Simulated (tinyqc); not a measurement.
# Competing polymorphs of an oxide film: bulk, surface, grain-boundary, dopant and field terms, step by step

A worked calculation. Computed by tinyqc, a small Python program that keeps every step. Command: `OMP_NUM_THREADS=1 python tinyqc.py 3025235 3025236 out.jsonl polymorph walk`. One thread of a shared host (Intel(R) Xeon(R) Processor @ 2.30GHz), about 0.01 s of CPU time with the checks. Intermediate numbers are printed to about 7 digits and carried at full precision; extremes and crossings named in words are read from the listed rows.

Phases: monoclinic m (reference), polar orthorhombic o, tetragonal t. Free energies per formula unit (f.u.); 1 J/m^2 x angstrom^3/nm = 6.241509 meV.

Inputs (values chosen for the exercise, for a model oxide):
```
quantity                                    value               unit
energy of the polar phase o over m           62.2           meV/f.u.
energy of the tetragonal phase t over m       103           meV/f.u.
entropy of o over m                        0.0061       meV/(f.u. K)
entropy of t over m                         0.049       meV/(f.u. K)
surface energy of m                          3.06              J/m^2
surface energy of o                          2.67              J/m^2
surface energy of t                          2.36              J/m^2
grain-boundary energy over surface energy    0.68                  -
volume per formula unit Omega                33.9         angstrom^3
film thickness h                               13                 nm
grain radius R                                 21                 nm
temperature T                                 700                  K
dopant content x                              5.4                  %
shift of o per % of dopant                   -2.4           meV/f.u.
shift of t per % of dopant                    -10           meV/f.u.
polarisation of o                              52  microcoulomb/cm^2
field E                                       1.7              MV/cm
width sigma of ln R                           0.4                  -
interlayer thickness (SiO2)                  0.48                 nm
```

Geometry: columnar grains in a film.

permittivities of m, o, t: 19  26  39

## Bulk terms

Bulk term b = H - T S + (shift) x, zero for m. The undoped bulk turns from m to t at T = H_t/S_t.

b (meV/f.u.): m 0.00, o 44.97, t 14.70

bulk m-t temperature = 2102.041 K

## Free energies of the grain

Area per volume: A = 2/h + f_b/R (two free faces; the side wall 2/R is shared by two grains and carries f_b gamma); G = b + gamma Omega A.

area per volume A = 0.1862271 1/nm

G less G(m) (meV/f.u.): m 0.00000, o 29.60273, t -12.88228

G(o) - G(m) = 29.60273 meV/f.u.

G(t) - G(o) = -42.48501 meV/f.u.

The lowest phase is t, by 12.9 meV/f.u. over m, whereas the bulk terms alone favour m. Caution: this is an equilibrium ranking; real films often keep the phase that nucleates first on cooling from t.

## Crossing points

With G = b + gamma Omega A (b the bulk free energy per formula unit, A the area per volume), two phases i, j cross at A_ij = (b_j - b_i)/(Omega (gamma_i - gamma_j)); o has a window only if A_mo < A_ot.

A_mo = 0.5449655 1/nm

A_ot = -0.4614891 1/nm

A_mt = 0.09924988 1/nm

o has no window: the sequence goes from m to t at A = 0.099 1/nm.

## Phase shares in a spread of grain sizes

Grain radii are log-normal by volume with median R and width sigma; the share with A above A* is that with radius below R*, R* = f_b/(A* - 2/h) (all grains if A* <= 2/h), share = (1/2) erfc[-ln(R*/R)/(sqrt 2 sigma)]. Effective permittivity of a layer of thickness h built of such grains, taken in parallel: sum of share x eps; EOT = interlayer + 3.9 h/eps.

volume shares: m 0, o 0, t 1

share of o = 0

effective permittivity = 39

equivalent oxide thickness = 1.78 nm

One phase holds nearly all the volume.

## A field

The polar phase gains -P E Omega (1 microcoulomb/cm^2 x MV/cm x angstrom^3 = 0.006241509 meV); the dielectric term -(1/2) eps_0 (eps - 1) E^2 Omega is left out. Where t lies below o, o is reached at E_up = [G(o) - G(t)]/(P Omega), else 0.

gain P E Omega = 18.70430 meV/f.u.

G(t) - G(o) in the field = -23.78071 meV/f.u.

crossing field E_up = 3.861385 MV/cm

The field is too weak to reach o.

## Thickness series

Bulk term b = H - T S + (shift) x, zero for m. The median radius is held at R.

Against thickness:
```
h (nm)  A at R (1/nm)    share m  share o   share t       eps  EOT (nm)
3           0.6990476  0.0000000        0  1.000000  39.00000  0.780000
4           0.5323810  0.0000000        0  1.000000  39.00000  0.880000
6           0.3657143  0.0000000        0  1.000000  39.00000  1.080000
8           0.2823810  0.0000000        0  1.000000  39.00000  1.280000
11          0.2141991  0.0000000        0  1.000000  39.00000  1.580000
15          0.1657143  0.0000000        0  1.000000  39.00000  1.980000
22          0.1232900  0.0003482        0  0.999652  38.99304  2.680393
35          0.0895238  0.7442843        0  0.255716  24.11431  6.140538
```

From 3 to 35 nm the share of t goes from 1.00 to 0.26 and that of m from 0.00 to 0.74; o stays under 2 %. A at the median radius runs from 0.699 down to 0.090 1/nm, against the crossings A_mo = 0.545, A_ot = -0.461 and A_mt = 0.099; the majority phase is t in the thinnest film and m in the thickest.

## Dopant series

The formulas are those given above.

Against dopant content:
```
x (%)  A_mo (1/nm)  A_ot (1/nm)    share m  share o   share t
0.0      0.7020202    0.1641968  1.0000000        0  0.000000
1.0      0.6729360    0.0483291  0.9999998        0  0.000000
2.0      0.6438518   -0.0675387  0.9999876        0  0.000012
3.0      0.6147676   -0.1834065  0.9986435        0  0.001357
4.0      0.5856834   -0.2992742  0.6997677        0  0.300232
5.0      0.5565991   -0.4151420  0.0000000        0  1.000000
6.5      0.5129728   -0.5889436  0.0000000        0  1.000000
8.0      0.4693465   -0.7627452  0.0000000        0  1.000000
10.0     0.4111781   -0.9944807  0.0000000        0  1.000000
```

The dopant lowers t by 10 and o by 2.4 meV per %, so A_ot falls faster than A_mo. The share of o stays under 2 % at every content listed. t holds the majority from x = 5 % on.

Checks made by the program: equal free energies at A_mt (relative difference below 1e-10).
